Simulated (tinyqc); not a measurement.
# MOSFET in the linear regime without short-channel effects, parameter extraction from computed curves, step by step

Program tinyqc, `OMP_NUM_THREADS=1 python tinyqc.py 2210173 2210174 out.jsonl`; Intel Xeon 2.30GHz, shared host, one thread, about 0.02 s. Printed values are rounded.

Inversion charge Q = Cox n Vt W0(exp((Vg - VT)/(n Vt))), W0 the Lambert function and n = nf; u = Q/Cox; mobility mu = mu0/(1 + th1 u + th2 u^2); channel resistance Rch = (L - dL)/(W mu Q); Id = Vd/(Rch + Rsd/W). Cox = eps0 eox/tox. Small Vd, no channel-length or drain effects.

Parameters, values chosen for the exercise; channel values of the order met in silicon transistors: temperature T = 300 K; relative permittivity of the gate insulator (close to zirconium oxide) eox = 24.5; insulator thickness tox = 18 nm; low-field mobility mu0 = 140 cm^2/(V s); first mobility attenuation factor th1 = 0.07 1/V; second mobility attenuation factor th2 = 0 1/V^2; threshold voltage VT = 0.56 V; body factor nf = 1.34; gate width W = 1 um; drawn gate length L = 1.2 um; drawn less effective length dL = 0.009 um; source plus drain resistance Rsd = 550 ohm um; drain voltage Vd = 0.01 V.

Constants: q = 1.602176634e-19 C, kB = 1.380649e-23 J/K, Vt = kB T/q, eps0 = 8.8541878128e-14 F/cm where lengths are in cm. Results are converted to the units shown.

## Transfer curve

Vg, point 0 to 9 (V): [0.4, 0.48, 0.56, 0.64, 0.72, 0.8, 0.88, 0.96, 1.04, 1.12]

u, mu, Rch and Id as defined.

```
point       u (V)  mu (cm^2/(V s))  Rch (ohm)     Id (uA)
0      3.38434e-4          139.997  2.08582e7  4.79414e-4
1      0.00314241          139.969  2.24685e6  0.00444958
2       0.0196468          139.808  3.59788e5   0.0277517
3       0.0606172          139.408  1.16946e5   0.0851095
4        0.117646          138.856    60495.8    0.163811
5        0.182446          138.235    39184.8    0.251669
6        0.251348          137.579    28578.6    0.343305
7        0.322692          136.907    22369.4    0.436312
8        0.395633          136.227    18336.4    0.529483
9        0.469689          135.544    15523.2    0.622155
```

## Threshold and mobility at the peak transconductance

gm_i = (Id_(i+1) - Id_(i-1))/(Vg_(i+1) - Vg_(i-1)); at the point j of largest gm the tangent meets the axis at V_ext = Vg_j - Id_j/gm_j; field-effect mobility gm_j L/(W Cox Vd) with the drawn L.

gm, point 1 to 8 (uS): [0.170452, 0.504125, 0.850373, 1.04099, 1.12184, 1.15402, 1.16361, 1.16152]
j = 7
V_ext = 0.585035 V
field-effect mobility = 115.863 cm^2/(V s)

V_ext is 25 mV above the model VT, and the mobility so found is 18 % below mu0 L/(L - dL) = 141 cm^2/(V s), the value for the drawn L; attenuation, series resistance and the slow approach of Q to a straight line all lower the peak gm.

## The Y function

Y_i = Id_i/sqrt(gm_i). For Id = beta Vd x/(1 + th x), x = Vg - VT, Y = sqrt(beta Vd) x whatever th. Slope s from points 5 and 8; VT_Y = Vg - Y/s at point 8; beta = s^2/Vd; mobility beta L/(W Cox) with the drawn L; th* = (beta Vd x/Id - 1)/x at point 8.

Y, point 1 to 8 (uA^0.5 V^0.5): [0.0107775, 0.0390860, 0.0922940, 0.160554, 0.237610, 0.319575, 0.404477, 0.491291]
s = 1.05701 uA^0.5 V^-0.5
VT_Y = 0.575205 V
beta = 111.726 uA/V^2
mobility from Y = 111.248 cm^2/(V s)
th* = -0.0413868 1/V

The mobility from Y is 21 % below mu0 L/(L - dL) = 141 cm^2/(V s), which it should reach in deep inversion when th2 = 0. th* compares with th1 + mu0 Cox Rsd/(L - dL) = 0.148 1/V, since series resistance enters like th1. The match is poor here: at these overdrives Q is not yet a straight line in Vg.
